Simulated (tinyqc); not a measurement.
## Hole mobility in a silicon inversion layer, empirical terms and Matthiessen rule: effect of the reverse body bias

Inversion layer of sheet density Ns on a uniformly doped body. The mobility terms are empirical power laws with prefactors chosen for the exercise; adding their inverses (Matthiessen) is itself an approximation.

ni = sqrt(Nc Nv) exp(-Eg/(2 Vt)), Eg in volts; Ndep = sqrt(2 eps0 eps_r Nb (2 Vt ln(Nb/ni) + Vsb)/q); E = q (Ndep + eta Ns)/(eps0 eps_r), in MV/cm. With t = T/(300 K): muC = Ac (Ns/1e12 cm^-2) t/(Nb/1e17 cm^-3 + Nit/1e11 cm^-2), muP = Ap E^(-1/3) t^(-1.75), muS = As E^(-gs); 1/mu is the sum of the inverses.

Inputs (values chosen for the exercise); material values close to those of silicon:
```
symbol    value        unit                                                meaning
T           300           K                                            temperature
Eg         1.11          eV                                               band gap
eps_r      11.5                         relative permittivity of the semiconductor
Nc      2.75e19       cm^-3                 conduction-band density of states at T
Nv      2.61e19       cm^-3                    valence-band density of states at T
Nb       2.8e18       cm^-3                                            body doping
eta      0.3333              weight of the inversion charge in the effective field
Ap          119  cm^2/(V s)           phonon-limited mobility at 1 MV/cm and 300 K
As          375  cm^2/(V s)                  roughness-limited mobility at 1 MV/cm
gs            1                                     exponent of the roughness term
Ac         1300  cm^2/(V s)                                      Coulomb prefactor
Nit      8.2e10       cm^-2                                charge at the interface
Ns       2.2e12       cm^-2                                      inversion density
```

Constants: q = 1.602176634e-19 C, kB = 1.380649e-23 J/K, Vt = kB T/q, eps0 = 8.8541878128e-14 F/cm where lengths are in cm. Results are converted to the units shown.

The same in every row: muC (cm^2/(V s)) = 99.237.

Result of one run:

| E (MV/cm) | muP (cm^2/(V s)) | muS (cm^2/(V s)) | mu (cm^2/(V s)) |
|---|---|---|---|
| 1.7394 | 98.949 | 215.59 | 40.288 |

Which reverse body bias Vsb gave this result: 0, 0.8, 1.6, 2 or 2.4 V?

Vsb = 2 V.

The whole series:

| Vsb (V) | E (MV/cm) | muP (cm^2/(V s)) | muS (cm^2/(V s)) | mu (cm^2/(V s)) |
|---|---|---|---|---|
| 0 | 1.0509 | 117.05 | 356.84 | 46.679 |
| 0.4 | 1.2234 | 111.27 | 306.53 | 44.789 |
| 0.8 | 1.3724 | 107.08 | 273.24 | 43.337 |
| 1.2 | 1.5055 | 103.83 | 249.08 | 42.153 |
| 1.6 | 1.6270 | 101.18 | 230.48 | 41.154 |
| 2 | 1.7394 | 98.949 | 215.59 | 40.288 |
| 2.4 | 1.8445 | 97.033 | 203.30 | 39.523 |

As Vsb goes from 0 to 2.4 V, E rises from 1.05 to 1.84 MV/cm and mu falls from 46.7 to 39.5 cm^2/(V s). The smallest term is the Coulomb one in the first row and the phonon one in the last. For Vsb = 1.2 to 2.4 V E passes 1.5 MV/cm, beyond the usual range of such laws.

tinyqc, about 0.01 s, one thread, Intel Xeon 2.30GHz (shared host): `OMP_NUM_THREADS=1 python tinyqc.py 2510092 2510093 out.jsonl`
